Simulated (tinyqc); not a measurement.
What moves the results: buckled dimers of a reconstructed (001) surface, two dangling bonds a dimer. A value that a table varies takes the place of the one given here.

In a dimer one atom moves up by z and the other down by z; the dangling bond of the up atom (more s-like) falls by gm z and that of the down atom rises by gm z. With all dimers tilted alike: H(k) = [[-gm z - 2 ta cos k, -tp - 2 tx cos k], [., gm z - 2 ta cos k]], k along the row in 1/a. Two electrons a dimer fill the lowest N of the 2N levels on the mesh k_j = (j + 1/2) pi/N. Total energy a dimer: W(z) = (2/N) sum of the filled levels + kf z^2. Repulsion between electrons is left out.

Values chosen for the exercise (of the size met on Si(001); shifted at random, so the results belong to these values and not to a real crystal): tp = 0.37 eV (pi coupling inside a dimer); ta = 0.16 eV (coupling between like atoms along the row); tx = 0.06 eV (diagonal coupling along the row); gm = 1.86 eV/angstrom (shift of a dangling bond with height); kf = 5.1 eV/angstrom^2 (force constant of buckling); N = 16 (k points).

## Energy against buckling

W relative to z = 0; gap as lowest upper less highest lower level on 201 points from 0 to pi.

Per dimer (eV):

| z (angstrom) | band energy | elastic | W | gap |
|---|---|---|---|---|
| 0.00 | 0.0000 | 0.0000 | 0.0000 | 0.1000 |
| 0.05 | -0.0242 | 0.0127 | -0.0115 | 0.1255 |
| 0.10 | -0.0919 | 0.0510 | -0.0409 | 0.1957 |
| 0.15 | -0.1926 | 0.1148 | -0.0778 | 0.2985 |
| 0.20 | -0.3163 | 0.2040 | -0.1123 | 0.4234 |
| 0.30 | -0.6065 | 0.4590 | -0.1475 | 0.7141 |
| 0.40 | -0.9288 | 0.8160 | -0.1128 | 1.0357 |
| 0.50 | -1.2680 | 1.2750 | 0.0070 | 1.3742 |
| 0.60 | -1.6170 | 1.8360 | 0.2190 | 1.7225 |

W is lowest at z = 0.3 among these rows (-0.1475 eV). The band energy falls as z^2 at first and linearly, as -2 gm z, once gm z is far above tp, so the elastic term always wins at large z. The gap is open at all z.

## Strong pi bonds keep dimers flat

tp is varied; z minimises W on 0 to 1 angstrom; gap on 201 points; charge moved: the mean of gm z/sqrt((gm z)^2 + h^2) over the mesh, h the off-diagonal element.

Against tp:

| tp (eV) | z (angstrom) | gain (eV) | gap (eV) | charge moved (e) |
|---|---|---|---|---|
| 0.10 | 0.3580 | 0.2764 | 0.7276 | 0.982 |
| 0.20 | 0.3463 | 0.2577 | 0.7282 | 0.949 |
| 0.30 | 0.3258 | 0.2134 | 0.7293 | 0.893 |
| 0.45 | 0.2740 | 0.0829 | 0.7318 | 0.751 |
| 0.60 | 0.1778 | 0.0115 | 0.7353 | 0.488 |
| 0.80 | 0.0000 | 0.0000 | 0.9600 | 0.000 |
| 1.00 | 0.0000 | 0.0000 | 1.3600 | 0.000 |
| 1.30 | 0.0000 | 0.0000 | 1.9600 | 0.000 |
| 1.60 | 0.0000 | 0.0000 | 2.5600 | 0.000 |

Dimers buckle for tp up to 0.6 eV among these rows; for an isolated dimer the limit is gm^2/kf = 0.678 eV. While buckled, the splitting, on average over k, stays near 2 gm^2/kf = 1.357 eV whatever tp is, and beyond the limit it follows 2 tp; the gap is smaller by the width of the bands, about 4 ta = 0.64 eV.

## Tilting alike or in alternation

Alternation doubles the cell: sites L1, R1, L2, R2 with levels -gm z, +gm z, +gm z, -gm z, -tp inside a dimer, -2 ta cos k between L1-L2 and R1-R2, -2 tx cos k between L1-R2 and R1-L2, on k_j = (j + 1/2) pi/(2N); the lowest half of the levels is filled. Energies a dimer; gaps on these meshes.

Two patterns:

| z (angstrom) | W alike (eV) | W alternating (eV) | difference (meV) | gap alike (eV) | gap alternating (eV) |
|---|---|---|---|---|---|
| 0.05 | -0.7515 | -0.7657 | -14.2 | 0.1285 | 0.2115 |
| 0.10 | -0.7809 | -0.8127 | -31.8 | 0.1987 | 0.3841 |
| 0.15 | -0.8178 | -0.8600 | -42.1 | 0.3014 | 0.5610 |
| 0.20 | -0.8523 | -0.8989 | -46.6 | 0.4264 | 0.7392 |
| 0.30 | -0.8875 | -0.9341 | -46.6 | 0.7170 | 1.0965 |
| 0.40 | -0.8528 | -0.8952 | -42.4 | 1.0387 | 1.4543 |
| 0.50 | -0.7330 | -0.7707 | -37.7 | 1.3772 | 1.8124 |

The lowest W listed is -0.8875 eV for like tilts and -0.9341 eV for alternation; the difference at equal z runs from -46.6 to -14.2 meV. With alternation ta joins filled up atoms to empty down atoms and gains energy in second order, about 2 ta^2/(gm z) a dimer at large z, while tx does so for like tilts; here ta = 0.16 and tx = 0.06 eV. At z = 0.3 the gap is 0.717 eV alike and 1.096 eV alternating.

## What each parameter does

z minimises W on 0 to 1 angstrom; gain over flat dimers; gap on 201 points from 0 to pi. Each row changes one parameter from the base and keeps the others.

Results:

| case | z (angstrom) | gain (eV) | gap (eV) |
|---|---|---|---|
| base | 0.3053 | 0.1476 | 0.7304 |
| tp = 0.315 eV | 0.3218 | 0.2021 | 0.7295 |
| ta = 0.19 eV | 0.3053 | 0.1456 | 0.6104 |
| tx = 0.09 eV | 0.3046 | 0.1570 | 0.7472 |
| gm = 2.009 eV/angstrom | 0.3473 | 0.2315 | 0.9538 |
| kf = 4.59 eV/angstrom^2 | 0.3522 | 0.2026 | 0.8793 |

The largest shifts from the base row, up to three for each result and ties (the steps differ in size, so this ranks the rows, not the parameters). z (angstrom): kf +0.0469, gm +0.0421, tp +0.0166; unchanged at the printed digits by ta. gain (eV): gm +0.0838, kf +0.0550, tp +0.0545. gap (eV): gm +0.2234, kf +0.1489, ta -0.1200.

Program tinyqc; command `OMP_NUM_THREADS=1 python tinyqc.py 1451713 1451714 out.jsonl`; about 0.02 s on one thread of a shared Intel(R) Xeon(R) Processor @ 2.30GHz.
